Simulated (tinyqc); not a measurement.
Threshold-voltage variability of a planar MOSFET, analytic estimates: two steps of the calculation.

Three independent sources add in quadrature: random dopants in the depleted layer, metal-gate grains of two orientations, and roughness of the two gate edges acting through the roll-off VT = VT(long) - Vr exp(-L/l). These are first-order estimates: no three-dimensional electrostatics, no percolation.

Values chosen for this exercise; material values those of a made-up semiconductor:
```
symbol,value,unit,meaning
T,250,K,temperature
Eg,1.08,eV,band gap
eps_r,10.8,,relative permittivity of the semiconductor
Nc,1.76e19,cm^-3,conduction-band density of states at T
Nv,1.84e19,cm^-3,valence-band density of states at T
Na,3.7e18,cm^-3,channel doping
ti,1.3,nm,oxide-equivalent thickness in inversion
L,32,nm,gate length
W,140,nm,gate width
n,1.44,,subthreshold factor
gI,25,1/V,gm/I of a matched pair
sb,2.9,%,spread of the gain factor of one device
```

Constants: q = 1.602176634e-19 C, kB = 1.380649e-23 J/K, Vt = kB T/q, eps0 = 8.8541878128e-14 F/cm where lengths are in cm. Results are converted to the units shown.

Question 1. Random dopants. ni = sqrt(Nc Nv) exp(-Eg/(2 Vt)), Eg in volts; Cox = 3.9 eps0/ti; Wd = sqrt(4 eps0 eps_r Vt ln(Na/ni)/(q Na)); dopants: s1 = (q/Cox) sqrt(Na Wd/(3 L W)). The slope A1 = s1 sqrt(L W); mean number of dopants Na L W Wd.

Give: Cox; Wd; mean number of dopants; A1; s1.

Answer 1.

Cox = 2.656 uF/cm^2
Wd = 18.07 nm
mean number of dopants = 299.5
A1 = 0.9004 mV um
s1 = 13.45 mV

Counting alone, 1/sqrt(N) of the depletion voltage q Na Wd/Cox = 403 mV, would give sqrt(3) times more: dopants deep in the layer act less on the surface.

Question 2. Total spread, mismatch and leakage. s = sqrt(s1^2 + s2^2 + s3^2). For a pair: s(dVT) = sqrt(2) s; current mismatch sqrt(2) sqrt((gI s)^2 + sb^2); input offset = current mismatch/gI. For a Gaussian VT the off current is log-normal with mean/median = exp(s^2/(2 (n Vt)^2)).

s1 = 13.452185 mV
s2 = 20.539596 mV
s3 = 1.4737309 mV

Give: s; s(dVT); current mismatch; input offset; mean/median of Ioff.

Answer 2.

s = 24.597 mV
s(dVT) = 34.785 mV
current mismatch = 87.060 %
input offset = 34.824 mV
mean/median of Ioff = 1.3693

Computed by the program tinyqc: `OMP_NUM_THREADS=1 python tinyqc.py 2090097 2090098 out.jsonl`, one thread of a shared Intel Xeon 2.30GHz, about 0.01 s for the whole run.
